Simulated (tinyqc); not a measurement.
# Ballistic Schottky-barrier transistor with a one-dimensional channel, WKB contacts: several studies

Source Fermi level 0, drain Fermi level -Vd. Far from the contacts Ec = pn - psi, and the gate moves psi one to one; the band edges relax as exp(-x/lam) from pn at the source and pn - Vd at the drain; Ev = Ec - Eg. A carrier of energy w inside the channel band meets at a contact a barrier of height D (the contact edge beyond the channel edge): T = 1 for w >= D, else exp(-S), S = 4 lam sqrt(m/C) [sqrt(D - w) - sqrt(w) arctan sqrt((D - w)/w)], C = hbar^2/(2 m0). The two contacts combine as Ts Td/(Ts + Td - Ts Td).

Parameters, values chosen for the exercise; channel values close to those of a germanium nanowire: temperature T = 250 K; band gap Eg = 0.66 eV; barrier for electrons at both contacts pn = 0.49 eV; electron mass mn = 0.12 m0; hole mass mp = 0.14 m0; valleys or subbands g = 2; screening length at the contacts lam = 2.2 nm; drain bias Vd = 0.3 V; band shift psi of the channel by the gate ps = -0.21 V.

Constants: q = 1.602176634e-19 C, kB = 1.380649e-23 J/K, hbar = 1.054571817e-34 J s, h = 6.62607015e-34 J s, m0 = 9.1093837015e-31 kg, Vt = kB T/q, hbar^2/(2 m0) = 0.0380998212 eV nm^2. Results are converted to the units shown.

Each table varies one quantity; the others keep the values above.

## Effect of the screening length

I = g (2 q^2/h) int T(w) [f(Es + w) - f(Ed + w)] dw, f(y) = 1/(1 + exp(y/Vt)). Electrons: Ds = psi, Dd = psi - Vd, Es = Ec, Ed = Ec + Vd. Holes: Ds = -psi, Dd = Vd - psi, Es = -Ev, Ed = -Ev - Vd. The size of each current is taken; both flow from drain to source and add. The integrals are converged.

Effect of the screening length:
```
lam (nm),current of the holes (uA),share over the barriers (%),|d psi/d log10| of this current (mV/decade)
0.5,23.46,0.005322,1136
1.6,8.477,0.01473,649.4
2.6,4.192,0.02979,531.1
3.7,2.202,0.05670,460.5
4.8,1.263,0.09885,415.7
5.9,0.7719,0.1618,385.6
6.9,0.5152,0.2423,366.7
8,0.3438,0.3631,352.7
```

The current falls from 23.5 to 0.344 uA, while the share over the barriers rises from 0.00532 to 0.363 %: the thermionic part does not depend on lam, and a thinner barrier adds tunnelling. The swing falls from 1140 to 353 mV/decade.

## Ambipolar transfer curve

Same model as above.

Swing = d(psi)/d(log10 I).

Ambipolar transfer curve:
```
ps (V),electrons (uA),holes (uA),I (uA),swing (mV/decade)
-0.14,6.657e-13,3.949,3.949,-434.7
-0.07,1.716e-11,2.559,2.559,-316.8
0.01,6.290e-10,1.234,1.234,-200.8
0.08,4.671e-9,0.4394,0.4394,-122.6
0.15,3.694e-8,0.08508,0.08508,-84.77
0.22,3.346e-7,0.01223,0.01223,-84.00
0.29,3.376e-6,0.001764,0.001767,-74.84
0.36,3.694e-5,7.708e-5,1.140e-4,-114.2
0.43,4.253e-4,2.991e-6,4.283e-4,66.86
0.5,0.004502,1.161e-7,0.004502,74.56
0.57,0.02751,4.503e-9,0.02751,109.8
0.64,0.09240,1.747e-10,0.09240,161.4
```

I goes from 3.95 through a minimum of 1.14e-4 (at ps = 0.36 V among the rows listed) to 0.0924 uA; the exact minimum lies at psi = 0.373 V. Holes carry the left branch and electrons the right. The ratio of the last row to the smallest is 810 and of the first row 34600, with barriers of 0.49 eV for electrons and 0.170 eV for holes. The steepest swing among the rows is 66.9 mV/decade, against the thermionic limit 49.6.

## Effect of the drain bias on the off state

Same model as above.

For each Vd, psi is set to the minimum of I.

Effect of the drain bias on the off state:
```
Vd (V),psi at the minimum (V),smallest I (uA)
0.05,0.233,5.66e-7
0.14,0.282,4.10e-6
0.23,0.333,2.49e-5
0.32,0.384,1.49e-4
0.41,0.435,9.03e-4
0.5,0.477,0.00476
0.59,0.522,0.0176
```

What does the comparison show?

The smallest current rises from 5.66e-7 to 0.0176 uA, 6.31 decades a volt between the last two rows, and the minimum moves by 0.53 V a volt over the table: a larger Vd lets holes enter from the drain while electrons still enter from the source.

Range of the model: No scattering, image-force lowering, channel charge or band-to-band tunnelling; parabolic kappa overstates S deep in the gap.

Program tinyqc, `OMP_NUM_THREADS=1 python tinyqc.py 2390129 2390130 out.jsonl`; Intel Xeon 2.30GHz, shared host, one thread, about 0.09 s.
